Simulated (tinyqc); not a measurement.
Kinetic Monte Carlo and master equation for a particle on a ring of sites with traps and bias: one step, computed by the program tinyqc. Command: `OMP_NUM_THREADS=1 python tinyqc.py 3030718 3030719 out.jsonl kmc walk`. One thread of a shared host (Intel(R) Xeon(R) Processor @ 2.30GHz), about 0.06 s of CPU time with the checks.

6 sites on a ring, numbered 1 to 6. The saddle between i and i+1 lies at E0 + s b_i and site i at s eps_i; a force F tilts the landscape, with the saddle half-way.

Task: Twelve steps of the residence-time algorithm. Start on site 1 at t = 0. Hop right if r1 is below the share right, else left; advance the clock by -ln(r2) times the mean stay.

Inputs (values chosen for the exercise, for a model defect): temperature T = 590 K.

Disorder: both.

Random numbers:
```
step      r1      r2
1     0.9640  0.8713
2     0.1008  0.2392
3     0.0587  0.8774
4     0.0567  0.6236
5     0.2094  0.5450
6     0.2806  0.0408
7     0.3908  0.7822
8     0.4260  0.0143
9     0.5123  0.7559
10    0.6841  0.1019
11    0.4286  0.4414
12    0.2699  0.8210
```

Rates, shares of right hops and mean stays:
```
site  k right (1/s)  k left (1/s)  share right  mean stay (s)
1      5.850451e+06        486946    0.9231631   1.577935e-07
2      1.474563e+07       3413018    0.8120444   5.507019e-08
3      2.231678e+06       1069451    0.6760348   3.029267e-07
4      6.723102e+05        185748    0.7835256   1.165423e-06
5      4.270880e+06        221718    0.9506481   2.225883e-07
6      4.106137e+06        122897    0.9709397   2.364606e-07
```

Give: Trajectory.

Result:

Trajectory:
```
step  site    hop    wait (s)   clock (s)  net hops
1        1   left  2.1739e-08  2.1739e-08        -1
2        6  right  3.3825e-07  3.5999e-07         0
3        1  right  2.0638e-08  3.8062e-07         1
4        2  right  2.6007e-08  4.0663e-07         2
5        3  right  1.8387e-07  5.9050e-07         3
6        4  right  3.7283e-06  4.3188e-06         4
7        5  right  5.4678e-08  4.3734e-06         5
8        6  right  1.0044e-06  5.3778e-06         6
9        1  right  4.4158e-08  5.4220e-06         7
10       2  right  1.2577e-07  5.5477e-06         8
11       3  right  2.4773e-07  5.7955e-06         9
12       4  right  2.2986e-07  6.0253e-06        10
```
